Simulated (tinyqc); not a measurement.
Three structures under pressure: Born-Mayer model of an ionic crystal AB. Computed by tinyqc, a small Python program. Command: `OMP_NUM_THREADS=1 python tinyqc.py 3016277 3016278 out.jsonl bornmayer walk`. One thread of a shared host (Intel(R) Xeon(R) Processor @ 2.30GHz), about 0.01 s of CPU time with the checks.

Energies are per ion pair and r is the nearest distance of unlike ions.

Inputs (values chosen for the exercise, for a model salt):

| quantity | value | unit |
|---|---|---|
| ionic charge z | 1 | - |
| unlike repulsion lambda | 3570 | eV |
| range rho | 0.3 | angstrom |
| like repulsion lambda2 | 727 | eV |
| dispersion C between like ions | 95 | eV angstrom^6 |

Structure: rock salt. Short range: with like-ion terms.

Constants: e^2/(4 pi eps_0) = 14.39964548 eV angstrom; 1 eV/angstrom^3 = 160.2176634 GPa.

Method:
- Madelung constant M, unlike neighbours z1, like neighbours z2 at f r, volume per pair: rock salt 1.747565, 6, 12, sqrt2, 2 r^3; caesium chloride 1.762675, 8, 6, 2/sqrt3, 8 r^3/(3 sqrt3); zinc blende 1.638055, 4, 12, sqrt(8/3), 16 r^3/(3 sqrt3).
- U(r) = -M z^2 e^2/(4 pi eps_0 r) + z1 lambda exp(-r/rho) + z2 [lambda2 exp(-f r/rho) - C/(f r)^6] (one mean like-ion term for both sublattices).
- With the volume written as c r^3, under pressure take the root at the minimum of the enthalpy and solve U'(r) + 3 c r^2 P = 0; H = U + P V; B = (U'' - 2 U'/r)/(9 c r).

Enthalpy (eV per pair):

| P (GPa) | rock salt | caesium chloride | zinc blende |
|---|---|---|---|
| 0 | -7.605 | -7.501 | -7.329 |
| 2 | -6.949 | -6.943 | -6.440 |
| 5 | -6.036 | -6.158 | -5.235 |
| 10 | -4.636 | -4.941 | -3.426 |
| 20 | -2.115 | -2.729 | -0.232 |
| 40 | 2.304 | 1.191 | 5.257 |
| 70 | 8.082 | 6.364 | 12.317 |
| 100 | 13.258 | 11.030 | 18.566 |

volumes at zero pressure (angstrom^3): rock salt 54.571, caesium chloride 46.105, zinc blende 75.188

At zero pressure the order is rock salt < caesium chloride < zinc blende. Between 2 and 5 GPa the lowest enthalpy passes from rock salt to caesium chloride. Pressure favours the denser structure, through P V. The Madelung constants, the number of repulsive contacts and the volumes (54.6, 46.1, 75.2 angstrom^3 at P = 0) all matter. Caution: rigid ions with fixed charges leave out polarisation and covalency, so such models often misplace transition pressures.

Extremes, crossings and ranges named in words are read from the listed rows.
